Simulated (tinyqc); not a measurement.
Chemical vapour deposition: Grove model, boundary layer, depletion and step coverage: one step, computed by the program tinyqc.

A precursor diffuses to the surface and reacts there at first order; each molecule that reacts adds one formula unit of film.

Problem. Gas-phase and surface constants. k_s = k0 exp(-E/(k_B T)); C_g = Y p/(k_B T), 1 torr = 133.322 Pa; D = D0 (T/273.15)^1.75 (760/p). Temperatures in kelvin are T(C) + 273.15. Mean speed c = sqrt(8 k_B T/(pi M)); reactive sticking probability beta = 4 k_s/c.

Inputs (values chosen for the exercise, close to those used for epitaxial silicon from a chlorosilane):
```
quantity                                       value    unit
prefactor k0 of k_s                          7.1e+06    cm/s
activation energy E                             1.88      eV
temperature T                                   1040       C
total pressure p                                  41    torr
mole fraction of the precursor Y              0.0072       -
gas diffusivity D0 at 273.15 K and 760 torr     0.29  cm^2/s
precursor mass M                               135.5       u
```

Reactor: horizontal, reduced pressure.

Constants: k_B = 1.380649e-23 J/K; u = 1.6605390666e-27 kg; k_B = 8.617333262e-05 eV/K.

Give: surface rate constant k_s; precursor density C_g; gas diffusivity D; mean speed c; sticking probability beta.

Solution.

surface rate constant k_s = 0.4325 cm/s

precursor density C_g = 2.171e+15 1/cm^3

gas diffusivity D = 83.90 cm^2/s

mean speed c = 45298 cm/s

sticking probability beta = 3.819e-05
